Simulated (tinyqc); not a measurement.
## p-n heterojunction, non-linear Poisson equation by Newton steps, Boltzmann statistics: effect of the acceptor density of material 1

One dimension, material 1 (p-type) at x < 0 and material 2 (n-type) at x > 0. Band edges: Ec = -psi in material 1 and -psi + dEc in material 2, Ev = Ec - Eg. Flat quasi-Fermi levels: 0 for holes, +V for electrons. n = Nc F((EFn - Ec)/Vt), p = Nv F((Ev - EFp)/Vt), with F(eta) = exp(eta) (Boltzmann statistics); full ionisation, no interface charge, classical densities; the doping types are chosen for the exercise.

Exact first integral: on each side D^2/(2 eps0 er) = G, G = q [Vt (nI_j - nI_b) + Vt (pI_j - pI_b) - C (psi_j - psi_b)], with C = -N1 or +N2, b the neutral end of that side, and nI, pI the densities themselves. D is continuous, so er1 G1(psi_j) = er2 G2(psi_j) fixes psi_j. Ends from Nv1 F((-psi_L - Eg1)/Vt) = N1 and Nc2 F((V + psi_R - dEc)/Vt) = N2. D is counted positive when psi rises towards material 2. Depletion (Anderson) capacitance C^2 = q eps0 er1 er2 N1 N2/(2 (er1 N1 + er2 N2)(psi_R - psi_L)). -dD/dV is the change of the displacement at the interface with both quasi-Fermi levels flat; it is the terminal capacitance only while neither side holds an inversion layer. n_j and p_j are densities at the interface.

Values chosen for this exercise; band and dielectric values those of a made-up pair:
```
symbol,value,unit,meaning
T,350,K,temperature
Eg1,1.7,eV,band gap of material 1
er1,14.3,,relative permittivity of material 1
Nc1,6.09e17,cm^-3,conduction-band density of states of material 1
Nv1,1.16e19,cm^-3,valence-band density of states of material 1
Eg2,1.27,eV,band gap of material 2
er2,13.6,,relative permittivity of material 2
Nc2,8.44e17,cm^-3,conduction-band density of states of material 2
Nv2,1.61e19,cm^-3,valence-band density of states of material 2
dEc,-0.41,eV,conduction-band offset Ec2 - Ec1
N2,1.3e16,cm^-3,donor density of material 2
V,-2.4,V,bias of side 1 against side 2
```

Constants: q = 1.602176634e-19 C, kB = 1.380649e-23 J/K, Vt = kB T/q, eps0 = 8.8541878128e-14 F/cm where lengths are in cm. Results are converted to the units shown.

Effect of the acceptor density of material 1:

| N1 (cm^-3) | psi_R - psi_L (V) | psi_j - psi_L (V) | psi_R - psi_j (V) | D/q (cm^-2) | n_j in 1 (cm^-3) | p_j in 2 (cm^-3) | -dD/dV (nF/cm^2) | depletion C (nF/cm^2) |
|---|---|---|---|---|---|---|---|---|
| 4.3e15 | 3.326 | 2.453 | 0.8728 | 4.058e11 | 0.003165 | 5.516e-20 | 9.955 | 9.864 |
| 1e16 | 3.351 | 1.850 | 1.502 | 5.363e11 | 2.782e-12 | 6.276e-11 | 13.05 | 12.94 |
| 2.4e16 | 3.378 | 1.158 | 2.220 | 6.541e11 | 1.279e-22 | 1.365 | 15.80 | 15.65 |
| 5.6e16 | 3.403 | 0.6347 | 2.769 | 7.315e11 | 1.597e-30 | 1.093e8 | 17.53 | 17.37 |
| 1.3e17 | 3.429 | 0.3227 | 3.106 | 7.753e11 | 2.209e-35 | 7.903e12 | 18.44 | 18.28 |
| 3.1e17 | 3.455 | 0.1606 | 3.294 | 7.998e11 | 4.290e-38 | 4.070e15 | 18.59 | 18.68 |
| 7.3e17 | 3.481 | 0.08951 | 3.391 | 8.382e11 | 1.727e-39 | 1.011e17 | 16.14 | 18.82 |
| 1.7e18 | 3.506 | 0.06119 | 3.445 | 9.697e11 | 2.900e-40 | 6.021e17 | 11.56 | 18.84 |

As N1 goes from 4.3e15 to 1.7e18, the total bending rises from 3.33 to 3.51 V and the sheet charge D/q rises from 4.06e11 to 9.70e11 cm^-2; the share of the bending in material 1 falls from 73.8 to 1.75 %. The capacitance departs most from the depletion formula at N1 = 1.7e18, where it is 39 % below it, and there the holes at the interface in material 2 outnumber its donors: an inversion layer has formed, which screens D from the bias.

Computed by the program tinyqc: `OMP_NUM_THREADS=1 python tinyqc.py 2040130 2040131 out.jsonl`, one thread of a shared Intel Xeon 2.30GHz, about 0.04 s for the whole run.
